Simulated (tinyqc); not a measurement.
Two-step dopant diffusion (predeposition and drive-in) with a constant diffusivity: one step, computed by the program tinyqc. Command: `OMP_NUM_THREADS=1 python tinyqc.py 3023583 3023584 out.jsonl dopdiff walk`. One thread of a shared host (Intel(R) Xeon(R) Processor @ 2.30GHz), about 0.07 s of CPU time with the checks.

Fick diffusion into a half space x > 0 whose background doping C_B is of the opposite type, so that a junction lies where C = C_B.

Task: Thermal budget of the drive-in. (Dt)2 = D2 t2, t2 in seconds.

Inputs (values chosen for the exercise, modelled on boron in silicon): predeposition temperature T1 = 1025 C; drive-in temperature T2 = 1075 C; drive-in time t2 = 30 min.

Furnace ramps of the drive-in: none.

D2 = 6.271639e-14 cm^2/s

Give: drive-in budget (Dt)2.

Result:

drive-in budget (Dt)2 = 1.1289e-10 cm^2
